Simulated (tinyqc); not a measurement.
Minority carriers and saturation current of a heavily doped emitter: one step of the calculation.

n-type, parabolic bands, full ionisation. eta = (EF - Ec)/kB T solves N = Nc F12(eta), F12(x) = (2/sqrt(pi)) int_0^infinity sqrt(u)/(1 + exp(u - x)) du. The gap shrinks rigidly by dEg = a3 y^(1/3) + a4 y^(1/4) + a2 y^(1/2), y = N/1e18 cm^-3, an empirical law that is here taken as the true narrowing.

Question. Fermi level. Newton step on ln F12(eta) = ln(N/Nc): eta(new) = eta - ln(Nc F12/N) F12/Fm, Fm(x) = dF12/dx = (1/sqrt(pi)) int_0^infinity u^(-1/2)/(1 + exp(u - x)) du.

Parameters, values chosen for the exercise:
```
symbol    value   unit                                     meaning
Nc      2.77e19  cm^-3  conduction-band density of states at 300 K
N        6.9e19  cm^-3                       ionised donor density
```

eta at the start (Boltzmann value) = 0.9127

Give: F12; Fm; eta after iteration 1.

Answer.

F12 = 1.488
Fm = 0.9882
eta after iteration 1 = 1.689

Range of the model: Band tails, non-parabolic bands and incomplete ionisation are left out.

Numbers from tinyqc (`OMP_NUM_THREADS=1 python tinyqc.py 2330102 2330103 out.jsonl`; about 0.01 s on one thread of a shared Intel Xeon 2.30GHz).
